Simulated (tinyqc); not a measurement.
Off-state leakage of single and stacked transistors: two steps of the calculation.

n-channel devices of unit width. Subthreshold current I(Vg, Vs, Vd) = I0 (T/300 K)^0.5 exp[(Vg - Vs - VT(T) - gb (Vs - Vb) + dd (Vd - Vs))/(nf Vt)] (1 - exp(-(Vd - Vs)/Vt)), VT(T) = VT - cT (T - 300 K). Gate-edge tunnelling Ig (Vd/1 V) exp(ag (Vd - 1 V)), for a gate at 0 V, and band-to-band leakage Ab u exp(-Bb/u), u = Vd - Vb + 1 V, flow at a drain held at V; both are taken as independent of T. In a stack of off transistors (all gates at 0 V) the same subthreshold current passes through each.

Parameters, values chosen for the exercise; values of the order met in bulk silicon logic transistors:
- T = 300 K (temperature)
- V = 1.1 V (supply voltage)
- VT = 0.41 V (threshold at 300 K, zero drain and body bias)
- cT = 0.9 mV/K (fall of the threshold with temperature)
- I0 = 0.1 uA/um (current at threshold at 300 K)
- nf = 1.48 (slope factor)
- dd = 0.12 (drain-induced lowering per volt)
- gb = 0.13 (rise of the threshold per volt of source-body bias)
- Ig = 2e-6 uA/um (gate-edge tunnelling current at 1 V)
- ag = 3 1/V (exponential slope of the gate current)
- Ab = 90 uA/(um V) (prefactor of band-to-band leakage at the drain)
- Bb = 24 V (its exponential voltage)
- Vb = 0 V (body voltage)

Constants: q = 1.602176634e-19 C, kB = 1.380649e-23 J/K, Vt = kB T/q. Results are converted to the units shown.

Question 1. Leakage of one transistor. Vg = Vs = 0, Vd = V; effective threshold VT(T) - gb Vb - dd V.

Give: effective threshold; parts; total; shares.

Answer 1.

effective threshold = 0.2780 V
parts (nA/um): subthreshold 0.06990, gate edge 0.002970, band-to-band 2.056
total = 2.129 nA/um
shares (%): subthreshold 3.283, gate edge 0.1395, band-to-band 96.58

The band-to-band part is the largest.

Question 2. New Vx. Stack of two, Vx the node between them: I_low = I(0, 0, Vx), I_up = I(0, Vx, V), f = ln(I_up/I_low), f' = -(1 + gb + 2 dd)/(nf Vt) - 1/(Vt (exp(Vx/Vt) - 1)) - 1/(Vt (exp((V - Vx)/Vt) - 1)), Vx(new) = Vx - f/f'.

Vx at the start = 0.096 V

Give: I_low; I_up; f; f'; Vx after iteration 1.

Answer 2.

I_low = 0.002925 nA/um
I_up = 0.003036 nA/um
f = 0.03724
f' = -36.77 1/V
Vx after iteration 1 = 0.09701 V

tinyqc, about 0.04 s, one thread, Intel Xeon 2.30GHz (shared host): `OMP_NUM_THREADS=1 python tinyqc.py 2242134 2242135 out.jsonl`
